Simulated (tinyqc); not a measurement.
Inside a calculation. Model: band bending at a free surface with a continuum of surface states, surface photovoltage and Kelvin probe.

Program tinyqc, `OMP_NUM_THREADS=1 python tinyqc.py 2430019 2430020 out.jsonl`; Intel Xeon 2.30GHz, shared host, one thread, about 0.01 s. Printed values are rounded.

n-type bulk, xi = Ec - EF = Vt ln(Nc/Nd), p0 = ni^2/Nd, ni = sqrt(Nc Nv) exp(-Eg/(2 Vt)), Eg in volts. b is the upward band bending, u = b/Vt. Space charge per area, in units of q: Qc = sign(b) sqrt((2 eps0 eps_r Vt/q) [(Nd + dn)(exp(-u) - 1) + Nd u + (p0 + dn)(exp(u) - 1)]), with dn the excess density under light (flat quasi-Fermi levels; 0 in the dark). The states hold -Ds (E0 - xi - b): negative while the Fermi level lies above the neutrality level. Neutrality: Qc + Qf + (charge of the states) = 0.

Parameters, values chosen for the exercise; band and dielectric values those of a made-up semiconductor:
- T = 350 K (temperature)
- Eg = 1.18 eV (band gap)
- eps_r = 14 (relative permittivity)
- Nc = 7.35e17 cm^-3 (conduction-band density of states at T)
- Nv = 1.61e19 cm^-3 (valence-band density of states at T)
- chi = 4.23 eV (electron affinity)
- Nd = 2.6e16 cm^-3 (donor density)
- Qf = 1.2e11 cm^-2 (fixed positive charge at the surface)
- pt = 4.84 eV (work function of the probe tip)
- Ds = 5.6e12 cm^-2 eV^-1 (density of surface states)
- E0 = 0.3 eV (depth of their neutrality level below the conduction edge)
- dn = 2.4e11 cm^-3 (excess carrier density under light)

Constants: q = 1.602176634e-19 C, kB = 1.380649e-23 J/K, Vt = kB T/q, eps0 = 8.8541878128e-14 F/cm where lengths are in cm. Results are converted to the units shown.

## Bulk quantities

xi, ni, p0, the Debye length sqrt(eps0 eps_r Vt/(q Nd)) and the flat-band work function chi + xi.

xi = 0.100790 eV
ni = 1.09883e10 cm^-3
p0 = 4643.95 cm^-3
Debye length = 29.9583 nm
chi + xi = 4.33079 eV

## Iteration 1: band bending in the dark

b at the start = 0.16 V

Newton step: b(new) = b - (Qc + Qf - Ds (E0 - xi - b))/(dQc/db + Ds), dQc/db = (eps0 eps_r/q) [Nd (1 - exp(-u)) + p0 exp(u)]/Qc.

b after iteration 1 = 0.140061 V

## Iteration 2: band bending in the dark

As before.

b after iteration 2 = 0.140165 V

## Course of the iteration

Stop when b changes by less than 1e-10 V, or after 40 iterations.

Course of the iteration:
```
iteration,b (V),change (V)
1,0.140061,0.0199
2,0.140165,1.04e-4
3,0.140165,3.28e-9
4,0.140165,0
```

Converged in 4 iterations.

## Work function and Kelvin-probe reading

converged b = 0.140165 V

Work function chi + xi + b; contact potential difference CPD = (work function of the sample) - pt. Depth of EF below Ec at the surface: xi + b. Depletion width Qc/Nd.

xi + b = 0.240955 eV
Qc = 2.10650e11 cm^-2
Qc/Nd = 81.0190 nm
work function = 4.47096 eV
CPD = -369.045 mV

The Fermi level lies 59.0 meV above the neutrality level.

## Surface photovoltage

Under chopped light the surface charge keeps its dark value, so b falls to bL with Qc(bL, dn) = Qc(b, 0); the photovoltage is b - bL. Qc rises with b, so bL follows by bisection.

bL = 0.140137 V
photovoltage = 0.0287321 mV
share of b removed = 0.0204987 %
excess holes at the surface, dn exp(bL/Vt) = 2.50086e13 cm^-3
